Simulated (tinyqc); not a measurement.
Worked calculation: density of states of one tight-binding band of a chain. Values are carried at full precision from step to step, so a last printed digit may differ when a step is redone from the rounded ones.

E(k) = -2 t cos(2 pi k) - 2 t2 cos(4 pi k); k in fractions of the reciprocal vectors, mesh k_i = j/N with j = 0 .. N-1. Densities are per cell and per spin, so the band holds one state.

Values chosen for the exercise:
- t = 0.45 eV (nearest hopping)
- t2 = 0 eV (second hopping)
- N = 16 (mesh points along each axis)
- bins = 8 (bins of the histogram)
- E_lo = -0.913 eV (lower end of the histogram)
- E_hi = 0.917 eV (upper end)
- E = 0.51 eV (energy at which the density is wanted)
- sigma = 0.135 eV (Gaussian width)

## Energies on the mesh

Evaluate the band at all 16 points and collect equal values.

Distinct energies:
```
E_k (eV)  points
-0.9000        1
-0.8315        2
-0.6364        2
-0.3444        2
0.0000         2
0.3444         2
0.6364         2
0.8315         2
0.9000         1
```

The 16 points give 9 distinct energies between -0.9000 and 0.9000 eV; a dense mesh gives a band from -0.900 to 0.900 eV.

## Histogram

Count the points in equal bins from E_lo to E_hi; g = count/(all points x bin width).

Histogram:
```
from (eV)  to (eV)  points  g (1/eV)
-0.9130    -0.6843       3    0.8197
-0.6843    -0.4555       2    0.5464
-0.4555    -0.2268       2    0.5464
-0.2268     0.0020       2    0.5464
0.0020      0.2308       0    0.0000
0.2308      0.4595       2    0.5464
0.4595      0.6883       2    0.5464
0.6883      0.9170       3    0.8197
```

Empty bins: 1 of 8; the fullest holds 3 points. Empty bins inside the band come from the coarse mesh, not from gaps.

## Gaussian broadening at one energy

Gaussian broadening: g(E) = mean over the mesh of exp(-(E - E_k)^2/(2 sigma^2))/(sigma sqrt(2 pi)), n(E) = mean of erfc((E_k - E)/(sigma sqrt 2))/2.

Sum over the distinct energies with their counts.

n(E) = 0.6968
g(E) = 0.4372 1/eV

## Sum over all linear segments

Each interval of the mesh is a segment with E linear in k: n = (E - e1)/(e2 - e1), g = 1/(e2 - e1) between its end values.

Average n and g over all pieces of the mesh. The reference uses the same method with N = 4000.

n(E) = 0.6959
g(E) = 0.4281 1/eV
reference n(E) = 0.692
reference g(E) = 0.429 1/eV

On this mesh the linear method errs by -0.001 1/eV in g and +0.004 in n; the Gaussian sum erred by +0.008 and +0.005.

## Checks

- States below the top of the band by the linear method against one: both 1.000000.
- Reference g(E) against 1/(pi sqrt(4 t^2 - E^2)): both 0.429.

Computed by tinyqc, a small Python program: `OMP_NUM_THREADS=1 python tinyqc.py 1652721 1652722 out.jsonl` (the numbers bound the seed that draws the inputs); one thread of a shared host (Intel(R) Xeon(R) Processor @ 2.30GHz), about 0.01 s for the whole set of steps.
